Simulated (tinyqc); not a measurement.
Inside a calculation. Method: Hubbard chain of 2 sites. One step of it, computed by the program tinyqc.

Question. Mean-field iteration 1. H(up) = T + U n(down), H(down) = T + U n(up); fill the lowest levels; n(new) = n + mixing (n(out) - n); E = tr T (rho up + rho down) + U sum n_up n_down of the output.

one-body matrix (hopping and site energies) (eV), order 1, 2:
$$\begin{pmatrix}
0.000000 & -1.970000 \\
-1.970000 & 0.000000
\end{pmatrix}$$

U = 11.200000 eV

electrons, up and down: [1, 1]

mixing = 1

n(up) at the start (a guess, not normalised): 1 0.500000, 2 0.500000

n(down) at the start (a guess): 1 0.500000, 2 0.500000

Give: levels, up; levels, down; energy; n(up) after iteration 1; n(down) after iteration 1.

Answer.

levels, up (eV): [3.630, 7.570]

levels, down (eV): [3.630, 7.570]

energy = 1.660 eV

n(up) after iteration 1: 1 0.500, 2 0.500

n(down) after iteration 1: 1 0.500, 2 0.500
